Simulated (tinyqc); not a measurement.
## Mobility and doping from two currents

Question. A trap-free film with injecting contacts is fitted, with diffusion neglected, by J = q mu N V/Lf + (9/8) eps0 eps_r mu V^2/Lf^3. Find mu, N and the voltage at which both terms are equal.

Parameters, values chosen for the exercise:
```
symbol  value  unit                meaning
eps_r    11.6        relative permittivity
Lf        280    nm         film thickness
```

Constants: q = 1.602176634e-19 C, eps0 = 8.8541878128e-14 F/cm where lengths are in cm. Results are converted to the units shown.

J at 2.1 and 18 V (A/cm^2): [77.696085, 1419.1915]

Solution. J/V is a straight line in V: the slope gives mu and the intercept mu N.

mu = 0.05000 cm^2/(V s)
N = 1.100e17 cm^-3
crossover voltage = 11.96 V

Numbers from tinyqc (`OMP_NUM_THREADS=1 python tinyqc.py 2730035 2730036 out.jsonl`; about 3 s on one thread of a shared Intel Xeon 2.30GHz).
